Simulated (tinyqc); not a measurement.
# Inputs raised by 5 %, one at a time

Model: Bloch-Grueneisen resistivity of a metal. Computed by tinyqc, a small Python program. Command: `OMP_NUM_THREADS=1 python tinyqc.py 3009853 3009854 out.jsonl bg sens`. One thread of a shared host (Intel(R) Xeon(R) Processor @ 2.30GHz), about 0.01 s of CPU time with the checks.

Electrons scatter from a Debye spectrum of phonons (n = 5 for scattering within one band, n = 3 for scattering into a second, heavy band) and from static defects.

Inputs (values chosen for the exercise, modelled on copper):

| quantity | value | unit |
|---|---|---|
| exponent n | 5 | - |
| Debye temperature Theta | 349 | K |
| transport coupling lambda_tr | 0.11 | - |
| Drude plasma energy hbar w_p | 8.6 | eV |
| residual resistivity rho_0 | 0.026 | microohm cm |
| temperature T | 295 | K |

Addition: none.

Constants: k_B = 1.380649e-23 J/K; hbar = 1.054571817e-34 J s; eps_0 = 8.8541878128e-12 F/m; hbar = 6.582119569e-16 eV s; k_B = 8.617333262e-05 eV/K.

Method:
- J_n(y) = int_0^y x^n e^x/(e^x - 1)^2 dx, by 96 Gauss-Legendre points (upper limit at most 60).
- rho_ph = (n - 1) rho_1 (T/Theta)^n J_n(Theta/T), with rho_1 = 2 pi lambda_tr k_B Theta/(hbar eps_0 w_p^2), the high-temperature line at T = Theta.
- Matthiessen's rule: rho = rho_0 + rho_ph.
- Temperature coefficient (1/rho) d rho/dT by a central difference of +/- 0.5 K; residual ratio rho(295 K)/rho(4.2 K); scattering time tau = 1/(eps_0 w_p^2 rho); Wiedemann-Franz kappa = L_0 T/rho, L_0 = (pi^2/3)(k_B/e)^2.

Runs:

| input moved | from | to | resistivity rho (microohm cm) | temperature coefficient (1e-3/K) | residual resistance ratio | Wiedemann-Franz conductivity (W/(m K)) |
|---|---|---|---|---|---|---|
| base run | - | - | 1.6616 | 3.8420 | 63.906 | 433.74 |
| Debye temperature Theta (K) | 349 | 366.45 | 1.6489 | 3.8918 | 63.420 | 437.06 |
| transport coupling lambda_tr | 0.11 | 0.1155 | 1.7433 | 3.8448 | 67.051 | 413.39 |
| Drude plasma energy hbar w_p (eV) | 8.6 | 9.03 | 1.5095 | 3.8358 | 58.058 | 477.43 |
| residual resistivity rho_0 (microohm cm) | 0.026 | 0.0273 | 1.6629 | 3.8390 | 60.910 | 433.40 |
| temperature T (K) | 295 | 309.75 | 1.7555 | 3.6184 | 63.906 | 431.06 |

Exponents ln(y'/y) / ln(x'/x):

| input | resistivity rho | temperature coefficient | residual resistance ratio | Wiedemann-Franz conductivity |
|---|---|---|---|---|
| Debye temperature Theta | -0.156 | 0.264 | -0.156 | 0.156 |
| transport coupling lambda_tr | 0.985 | 0.015 | 0.985 | -0.985 |
| Drude plasma energy hbar w_p | -1.967 | -0.033 | -1.967 | 1.967 |
| residual resistivity rho_0 | 0.016 | -0.016 | -0.984 | -0.016 |
| temperature T | 1.127 | -1.229 | 0.000 | -0.127 |

Which inputs matter most for each result?

Among the inputs moved here: resistivity rho answers most in size to Drude plasma energy hbar w_p (exponent -1.967), next to temperature T (+1.127). Temperature coefficient answers most in size to temperature T (exponent -1.229), next to Debye temperature Theta (+0.264). Residual resistance ratio answers most in size to Drude plasma energy hbar w_p (exponent -1.967), next to transport coupling lambda_tr (+0.985); its exponent is below 0.0005 for temperature T. Its exponent -0.984 in residual resistivity rho_0: a clean metal, where the ratio is rho(295 K)/rho_0. Wiedemann-Franz conductivity answers most in size to Drude plasma energy hbar w_p (exponent +1.967), next to transport coupling lambda_tr (-0.985).
